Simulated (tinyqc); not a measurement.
Thickness from the minima: X-ray reflectivity of a thin film on silicon: critical angles, Parratt recursion, fringes and roughness. Computed by tinyqc, a small Python program. Command: `OMP_NUM_THREADS=1 python tinyqc.py 3120220 3120221 out.jsonl xrr walk`. One thread of a shared host (Intel(R) Xeon(R) Processor @ 2.30GHz), about 0.01 s of CPU time with the checks.

n = 1 - delta + i beta; the classical electron radius is r_e = 2.8179403e-6 nm. Layer 0 is vacuum, 1 the film, 2 the substrate.

Inputs (values chosen for the exercise, modelled on Si3N4 on silicon, copper K-alpha radiation): wavelength lambda = 0.15406 nm; film density rho = 2.76 g/cm^3; effective electrons per unit mass, film = 0.502 mol/g; beta/delta, film = 0.017; film thickness d = 13.8 nm; roughness of the surface sigma_1 = 0.15 nm; roughness of the interface sigma_2 = 0.14 nm; substrate density = 2.33 g/cm^3; effective electrons per unit mass, substrate = 0.507 mol/g; beta/delta, substrate = 0.023; grazing angle theta = 2.32 degrees.

Constants: N_A = 6.02214076e+23 1/mol.

Method:
- delta = r_e lambda^2 rho_e/(2 pi), rho_e = density x electrons per mass x N_A; critical angle sqrt(2 delta), q_c = 4 sqrt(pi r_e rho_e).
- k_j = (2 pi/lambda) sqrt(sin^2 theta - 2 delta_j + 2 i beta_j); r_ij = (k_i - k_j)/(k_i + k_j) x exp(-2 k_i k_j sigma^2) (Nevot-Croce); r = (r_01 + r_12 p)/(1 + r_01 r_12 p), p = exp(2 i k_1 d); R = |r|^2.
- Far above the critical angle the period is d theta = lambda/(2 d), or 2 pi/d in q; the envelope runs between (|r_01| - |r_12 p|)^2 and (|r_01| + |r_12 p|)^2; contrast = 2 a b/(a^2 + b^2) with a = |r_01|, b = |r_12 p|; roughness factors on the amplitudes are about exp(-q^2 sigma^2/2).
- Minima of R theta^4 are located on 6001 points over 7.5 periods, from 1.15 times the larger critical angle. With refraction, sin^2(theta_m) = 2 delta + m^2 (lambda/(2 d))^2, m integer or half-integer; the first six minima are used, and the first order is the one that minimises the largest residual of the least-squares line plus the distance of its intercept from 2 delta. Without refraction, d = lambda/(2 x mean step of sin theta).

Constants:
```
layer      rho_e (1/nm^3)        delta         beta  critical angle (degrees)  q_c (1/nm)
film              834.380  8.88169e-06  1.50989e-07                  0.241482    0.343782
substrate         711.402  7.57263e-06  1.74170e-07                  0.222977    0.317437
```

period in theta = 0.319818 degrees

Minima:
```
order m  theta (degrees)  sin^2 theta
1                 0.4064    0.0000503
2                 0.6843    0.0001426
3                 0.9889    0.0002979
4                 1.3011    0.0005156
5                 1.6169    0.0007962
6                 1.9340    0.0011389
```

d with refraction = 13.809 nm

d without refraction = 14.450 nm

What does the comparison show, and why?

Against d = 13.8 nm the errors are +0.07 % with and +4.71 % without refraction. The orders are integers, as r_01 and r_12 have opposite signs for a film denser than the substrate.

Extremes, crossings and ranges named in words are read from the listed rows.
